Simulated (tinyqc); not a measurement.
Inside a calculation. Model: ballistic conductance of a hard-wall wire of rectangular section by counting modes.

Numbers from tinyqc (`OMP_NUM_THREADS=1 python tinyqc.py 2740104 2740105 out.jsonl`; about 0.7 s on one thread of a shared Intel Xeon 2.30GHz). Printed values are rounded.

Subband edges E_(a,b) = (C pi^2/m) [(a/W)^2 + (b/Hh)^2], a, b = 1, 2, ...; C = hbar^2/(2 m0). Every mode transmits fully; spin gives the factor 2 in 2 q^2/h, valleys the factor gv.

Inputs (values chosen for the exercise): temperature T = 77 K; mass m = 0.023 m0; valleys gv = 1; Fermi energy above the bulk band edge Ef = 0.3 eV; width W = 32 nm; height Hh = 16 nm; highest subband edge listed Et = 0.375 eV.

Constants: q = 1.602176634e-19 C, kB = 1.380649e-23 J/K, hbar = 1.054571817e-34 J s, h = 6.62607015e-34 J s, m0 = 9.1093837015e-31 kg, Vt = kB T/q, hbar^2/(2 m0) = 0.0380998212 eV nm^2. Results are converted to the units shown.

## Subband edges and their occupation

List the edges below Et; each adds its degeneracy times f = 1/(1 + exp((E_n - Ef)/Vt)) to the thermal mode count.

| mode | edge (eV) | degeneracy | f |
|---|---|---|---|
| 1,1 | 0.079830 | 1 | 1.00000 |
| 2,1 | 0.127728 | 1 | 1.00000 |
| 3,1 | 0.207557 | 1 | 1.00000 |
| 1,2 | 0.271421 | 1 | 0.98671 |
| 2,2 | 0.319319 | 1 | 0.05159 |
| 4,1 | 0.319319 | 1 | 0.05159 |

## Conductance and ballistic resistance

G = (2 q^2/h) gv M; at zero temperature M counts the edges below Ef, at T it is the sum of degeneracy times f. The smooth (Sharvin) count is kF^2 A/(4 pi), kF = sqrt(m Ef/C), A = W Hh, perimeter p = 2 (W + Hh), and with the boundary term kF^2 A/(4 pi) - kF p/(4 pi). The sum runs over the edges listed.

M at zero temperature = 4
M at T = 4.08988
G = 316.887 uS
resistance 1/G = 3.15569 kohm
smooth count = 7.37881

The smooth count is 80 % above M at T. With the boundary term it is 4.13.
